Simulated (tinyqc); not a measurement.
Conductivity against oxygen pressure: defect equilibria of an oxide against oxygen pressure (mass action). Computed by tinyqc, a small Python program. Command: `OMP_NUM_THREADS=1 python tinyqc.py 3010035 3010036 out.jsonl brouwer walk`. One thread of a shared host (Intel(R) Xeon(R) Processor @ 2.30GHz), about 0.01 s of CPU time with the checks.

Defects: oxygen vacancies V (charge +2), electrons n, holes p, the ionic partner X = V_M'' (charge -2), and the dopant. Activities are taken equal to concentrations.

Inputs (values chosen for the exercise, for a model oxide):
```
quantity                           value             unit
reduction enthalpy H_r              4.35               eV
prefactor K_r0                   1.1e+71  cm^-9 atm^(1/2)
gap E_g                             3.82               eV
prefactor N_c N_v                5.1e+40            cm^-6
disorder enthalpy H_s               2.14               eV
prefactor K_s0                   3.3e+44            cm^-6
dopant density N_d               3.6e+20            cm^-3
temperature T                       1200                K
electron mobility mu_n               2.6       cm^2/(V s)
hole mobility mu_p                  0.43       cm^2/(V s)
vacancy diffusion prefactor D_0   0.0055           cm^2/s
vacancy migration energy E_m        0.77               eV
```

Ionic disorder: Schottky, oxide MO. Dopant (singly charged, fully ionised): acceptor.

Constants: k_B = 8.617333262e-05 eV/K; e = 1.602176634e-19 C.

Method:
- K_r = K_r0 exp(-H_r/k_B T) = [V] n^2 P^(1/2); K_i = N_c N_v exp(-E_g/k_B T) = n p; K_s = K_s0 exp(-H_s/k_B T) = [X] [V].
- Neutrality: 2 [V] + p = n + 2 [X] + N_d. With n as the unknown, [V] = K_r/(n^2 P^(1/2)), p = K_i/n, [X] = K_s/[V]; the log ratio is ln(positive/negative).
- The root is found by 60 bisections in ln n between n = 1e-10 and 1e25 cm^-3.
- sigma_n = e n mu_n, sigma_p = e p mu_p, sigma_ion = 2 e [V] mu_V with mu_V = 2 e D/(k_B T) and D = D_0 exp(-E_m/k_B T); only the oxygen vacancies carry ionic current, and the ionic transport number is sigma_ion over the total.

K_r = 5.91830e+52 cm^-9 atm^(1/2)

K_i = 4.61611e+24 cm^-6

K_s = 3.39555e+35 cm^-6

Log10 of the conductivities in S/cm:
```
log10 P (atm)   n-type   p-type    ionic    total  ionic transport number
-20             2.5976  -15.475  -1.8849   2.5976                 0.00003
-16             1.8016  -14.680  -2.2930   1.8017                 0.00008
-12             0.8677  -13.746  -2.4252   0.8679                 0.00051
-8             -0.1229  -12.755  -2.4438  -0.1209                 0.00475
-4             -1.1220  -11.756  -2.4458  -1.1018                 0.04530
0              -2.1219  -10.756  -2.4460  -1.9533                 0.32163
```

The ionic transport number stays at or below about 0.32: no electrolytic window. The total has no minimum inside this range.

Extremes, crossings and ranges named in words are read from the listed rows.
